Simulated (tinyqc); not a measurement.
Worked calculation: kinetics of strain relaxation and threading dislocations in mismatched semiconductor layers. Computed by tinyqc, a small Python program that keeps every step. Command: `OMP_NUM_THREADS=1 python tinyqc.py 3030521 3030522 out.jsonl threading walk`. One thread of a shared host (Intel(R) Xeon(R) Processor @ 2.30GHz), about 0.01 s of CPU time with the checks. Intermediate numbers are printed to about 6 digits and carried at full precision; extremes and crossings named in words are read from the listed rows.

60-degree dislocations on {111} planes of a (001) layer, isotropic elasticity. The Schmid factor is 1/sqrt(6), and a misfit segment relieves strain with b/2.

Inputs (values chosen for the exercise, modelled on Si(0.8)Ge(0.2) on Si):
```
quantity                                      value          unit
misfit f                                    0.00893             -
shear modulus G                                65.4           GPa
Poisson ratio nu                               0.27             -
Burgers vector b                               3.88      angstrom
glide activation energy Q                      2.11            eV
velocity prefactor v0                         22000   m/s per MPa
layer thickness h                               230            nm
anneal temperature T                            748             K
anneal time t                                  2000             s
initial thread density rho_0                 690000        1/cm^2
multiplication constant delta                  4000           1/m
grading rate (misfit per thickness) R_f        0.01  1/micrometre
growth temperature of the buffer T_g           1055             K
growth rate R_g                                 1.5          nm/s
reaction radius r_A                              12            nm
final thickness of a thick uniform layer H      4.4    micrometre
aspect ratio of a trench                        2.6             -
```

Sources: multiplication.

Constants: k_B = 8.617333262e-05 eV/K.

## Excess stress and glide velocity at the start

Excess resolved stress tau = (1/sqrt 6) [2 G (1 + nu)/(1 - nu)] (e - e_eq), e_eq = b (1 - nu/4) [ln(h/b) + 1]/(4 pi (1 + nu) h), the Matthews-Blakeslee strain of an uncapped layer; glide velocity v = v0 tau exp(-Q/(k_B T)), tau in MPa.

equilibrium strain e_eq = 7.27913e-04

excess stress tau = 761.969 MPa

mobility v/tau = 1.33640e-10 m/s per MPa

initial velocity = 0.101829 micrometre/s

The layer carries 12.3 times its equilibrium strain. In the anneal time a thread would run 200 micrometre at this speed.

## Relaxation in the anneal

Threads run in two directions, so de/dt = -(b/4) rho v, and they multiply as d rho/dt = delta rho v. With x = e - e_eq, x0 = f - e_eq (fully strained at t = 0) and v = m S x (m the mobility, S x = tau): rho = rho_0 + (4 delta/b)(x0 - x), so dx/dt = -k x (a - x), k = delta m S, a = x0 + b rho_0/(4 delta): a logistic law, x = a/[1 + (a/x0 - 1) exp(k a t)]. The half time is that at which x = x0/2.

strain left e = 0.00872282

share of the excess strain relieved = 2.52596 %

thread density = 1.54436e+06 1/cm^2

half time = 9460.87 s

The layer stays metastable: too few threads move too slowly. The misfit lines laid down are 0.94 micrometre apart.

## Anneal temperature

The formulas are those given above.

After the time t:
```
T (K)  first velocity (micrometre/s)  relieved (%)  threads (1/cm^2)  half time (s)
684                      4.76076e-03   7.91634e-02       7.16775e+05    2.02362e+05
708                      1.60207e-02   2.78551e-01       7.84215e+05    6.01343e+04
736                      5.97149e-02   1.24032e+00       1.10951e+06    1.61332e+04
759                      1.63648e-01   5.30718e+00       2.48505e+06    5.88701e+03
785                      4.76376e-01   4.88919e+01       1.72267e+07    2.02234e+03
803                      9.58529e-01   9.80389e+01       3.38497e+07    1.00508e+03
828                      2.40684e+00   1.00000e+02       3.45130e+07    4.00274e+02
869                      9.71369e+00   1.00000e+02       3.45130e+07    9.91791e+01
```

The half time follows exp(Q/(k_B T)), a decade for each 58 K near 785 K. Relief goes from 5.3 % at 759 K to 98.0 % at 803 K: with multiplication the onset is abrupt, after an incubation in which threads breed, and the final density is set by delta, not by rho_0. Caution: rows with more than 50 % relieved leave out blocking by crossing misfit lines, which slows real layers.

## Graded buffer

In steady grading, strain is fed at R_f R_g and relieved at (b/4) rho v. As a glide-limited estimate, the driving stress is taken as the mean stress of the strained top zone, whose depth z solves R_f z/2 = e_eq(z), with strain R_f z at the surface; tau_g = S R_f z/2 is its mean; then rho = 4 R_f R_g/(b m tau_g), m = v0 exp(-Q/(k_B T_g)), S = (1/sqrt 6) 2 G (1 + nu)/(1 - nu), e_eq(z) = b (1 - nu/4) [ln(z/b) + 1]/(4 pi (1 + nu) z).

depth z of the strained zone = 179.918 nm

stress tau_g = 83.5714 MPa

thread density of the buffer = 101017 1/cm^2

buffer thickness f/R_f = 0.893 micrometre

Raising T_g by 50 K would lower this density by a factor 2.9: fast glide lets few threads do the work.

## Thick uniform layer and trapping in a trench

A separate case, a thick relaxed layer. Pair reactions during growth: d rho/dh = -K rho^2 with K = 2 r_A tan(psi) and threads inclined by psi = 45 degrees (the <110> lines of {111} planes), so rho = 1/(K H) for a layer that starts with far more threads than that, as highly mismatched layers do. In a trench along [110] a thread on {111} rises at 54.74 degrees across the width, and leaves through the wall below the height w tan(54.74 degrees) = sqrt(2) w; the share of threads, evenly spread over the floor, that reach the top is max(0, 1 - a/sqrt 2) for the aspect ratio a.

thread density at H = 9.46970e+08 1/cm^2

share that reaches the top = 0

The trench traps all threads that cross it; those that run along it are not trapped. Thickness alone needs 4200 micrometre for 1e6 /cm^2. Caution: at this small misfit a layer may start with fewer threads than 1/(K H), which is then only an upper bound.

Checks made by the program: strain against numerical integration (relative difference below 1e-10).
